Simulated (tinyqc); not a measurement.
Charge stability of a double quantum dot, constant-interaction model with a charge sensor: two steps of the calculation.

Capacitance matrix C = [[C1, -Cm], [-Cm, C2]], C1 = G1 + X1 + Cm + L1, C2 = G2 + X2 + Cm + L2. Gate charges n1 = (G1 V1 + X1 V2)/q, n2 = (X2 V1 + G2 V2)/q. The state (N1, N2) has U = (1/2) d^T E d with d = (N1 - n1, N2 - n2) and E = q^2 C^(-1). Leads at 0 V; no tunnel coupling, spin or level spacing. The sensor reads s1 <N1> + s2 <N2>.

Parameters, values chosen for the exercise:
```
symbol  value  unit                    meaning
G1        1.6    aF            gate 1 to dot 1
G2       0.99    aF            gate 2 to dot 2
X1       0.16    aF            gate 2 to dot 1
X2        0.2    aF            gate 1 to dot 2
Cm        1.8    aF           between the dots
L1        4.4    aF  dot 1 to leads and ground
L2        5.8    aF  dot 2 to leads and ground
s1        0.8           sensor weight of dot 1
s2        0.3           sensor weight of dot 2
T         6.4     K                temperature
V1       43.3    mV          voltage of gate 1
V2        147    mV          voltage of gate 2
```

Constants: q = 1.602176634e-19 C, kB = 1.380649e-23 J/K, Vt = kB T/q. Results are converted to the units shown.

Problem 1. Charging energies and lever arms. E = q^2 C^(-1) holds EC1, EC2 on the diagonal and ECm off it; the lever arms are A = C^(-1) [[G1, X1], [X2, G2]] (row: dot, column: gate).

Give: C; E; lever arms; gate charges.

Solution 1.

C (aF):
```
      1     2
1  7.96  -1.8
2  -1.8  8.79
```

E (meV):
```
        1       2
1  21.105   4.322
2   4.322  19.112
```

lever arms (eV/V):
```
         1        2
1  0.21616  0.04778
2  0.06702  0.12241
```

gate charges: n1 0.57921, n2 0.96238

ECm is 21.5 % of the geometric mean of EC1 and EC2.

Problem 2. Energies and occupation of the charge states. U for N1, N2 = 0, 1, 2; p is proportional to exp(-U/kB T), normalised over these nine states.

E (meV):
```
           1          2
1  21.105156   4.321875
2   4.321875  19.112291
```

gate charges: n1 0.57921204, n2 0.96237828

Wanted: U; p; mean charges; sensor signal.

Solution 2.

```
state  U (meV)       p
(0,0)    14.80  0.0000
(0,1)     3.46  0.0609
(0,2)    11.23  0.0000
(1,0)     8.97  0.0000
(1,1)     1.95  0.9391
(1,2)    14.04  0.0000
(2,0)    24.24  0.0000
(2,1)    21.55  0.0000
(2,2)    37.96  0.0000
```

mean charges: <N1> 0.939, <N2> 1.000
sensor signal = 1.051

The ground state is (1,1), 1.51 meV (2.74 kB T) below (0,1).

Computed by the program tinyqc: `OMP_NUM_THREADS=1 python tinyqc.py 2470007 2470008 out.jsonl`, one thread of a shared Intel Xeon 2.30GHz, about 0.01 s for the whole run.
